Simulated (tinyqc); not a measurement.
A log to judge: nudged elastic band on a two-dimensional model surface. Computed by tinyqc. Command: `OMP_NUM_THREADS=1 python tinyqc.py 3008536 3008537 out.jsonl neb walk`. One thread of a shared host (Intel(R) Xeon(R) Processor @ 2.30GHz), about 0.1 s of CPU time with the checks.

V(x, y) = h u^2 + t x + (kappa/2)(y + c u)^2 with u = x^2/w^2 - 1; the path runs from the minimum near (-w, 0) to that near (w, 0).

Inputs (values chosen for the exercise, for a model surface):
```
quantity                     value           unit
height h                       1.2             eV
half width w                   1.4       angstrom
transverse stiffness kappa     1.8  eV/angstrom^2
curvature c                   0.79       angstrom
tilt t                       -0.23    eV/angstrom
movable images n                 5              -
spring constant k_s            2.2  eV/angstrom^2
step factor eta             0.0022  angstrom^2/eV
iteration cap                  100              -
```

Surface: curved double well. Climbing image: on.

Method:
- Newton steps x(new) = x - H^-1 grad V (moves limited to 0.3 angstrom) from (-w, 0), (w, 0) and (0, c) give the two minima and the saddle.
- Tangent at image i: towards the higher neighbour if the energies rise or fall through i; at a maximum or minimum, tau = t+ dmax + t- dmin if V(i+1) > V(i-1), else t+ dmin + t- dmax, with t+ = R(i+1) - R(i), t- = R(i) - R(i-1) and dmax, dmin the larger and smaller of |V(i+1) - V(i)| and |V(i-1) - V(i)|; then normalise. Force F = -grad V + (grad V.tau) tau + k_s (|t+| - |t-|) tau.
- With a climbing image, the highest image feels instead F = -grad V + 2 (grad V.tau) tau and no spring.
- Update R(new) = R + eta F; the end points stay fixed.
- Start on the straight line; stop when the largest force is below 1e-4 or above 1e6 eV/angstrom.

Course of the band:
```
iteration  highest image (eV)  largest force (eV/angstrom)
1                     1.42789                      1.47233
2                     1.42366                      1.46619
3                     1.41945                      1.46008
4                     1.41529                      1.45399
5                     1.41116                      1.44793
6                     1.40706                      1.44190
7                     1.40299                      1.43589
8                     1.39896                      1.42991
9                     1.39497                      1.42395
...                       ...                          ...
92                    1.15468                      1.00931
93                    1.15264                      1.00517
94                    1.15063                      1.00104
95                    1.14863                      0.99693
96                    1.14664                      0.99284
97                    1.14467                      0.98877
98                    1.14272                      0.98472
99                    1.14078                      0.98068
100                   1.13885                      0.97666
```

Band at the end:
```
image  x (angstrom)  y (angstrom)    E (eV)
0          -1.35044      0.054941   0.00000
1          -0.89374      0.192371   0.37876
2          -0.43083      0.246634   0.96376
3          -0.00821      0.259299   1.13885
4           0.51486      0.227663   0.64927
5           0.99823      0.144937  -0.20265
6           1.44479     -0.051353  -0.64364
```

Can the last value be used, and what does the course show?

No. Not converged within 100 iterations: the residual falls at every step, but slowly, by a factor of about 0.996 a step. Reruns converge with step factor eta = 0.055, iteration cap = 600. Reruns still fail with step factor eta = 0.00037, iteration cap = 600; and with iteration cap = 600.
